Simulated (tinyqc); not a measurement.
Solubility, supersaturation, precipitation and gettering of an impurity in a silicon-like host: one step, computed by the program tinyqc.

The wafer was saturated at T1 and is then held at T.

Task: Ham's law for sinks of fixed radius. tau0 = 1/(4 pi n r0 D); C_fixed(t) = C_eq + (C0 - C_eq) exp(-t/tau0). If all excess precipitates, the final radius is r_f = [r0^3 + 3 (C0 - C_eq)/(4 pi n C_p)]^(1/3), with tau_f = 1/(4 pi n r_f D).

Inputs (values chosen for the exercise, modelled on nickel in silicon): temperature of saturation T1 = 1325 K; anneal temperature T = 826 K; sink density n = 1.4e+08 1/cm^3; initial sink radius r0 = 7.1 nm; impurity density in the precipitate C_p = 6.3e+22 1/cm^3; anneal time t = 1.5 s.

D(T) = 2.970662e-06 cm^2/s

C_eq(T) = 5.988276e+13 1/cm^3

C0 = 4.577390e+17 1/cm^3

Give: tau0; C_fixed(t); final radius r_f; tau_f.

Result:

tau0 = 269.49 s

C_fixed(t) = 4.5520e+17 1/cm^3

final radius r_f = 231.39 nm

tau_f = 8.2693 s

The sinks grow 32.6 times, so the fixed radius underrates the later rate. Caution: the barrier to homogeneous nucleation is below 35 k_B T for these inputs, so new precipitates would form and outnumber the fixed sinks assumed here.
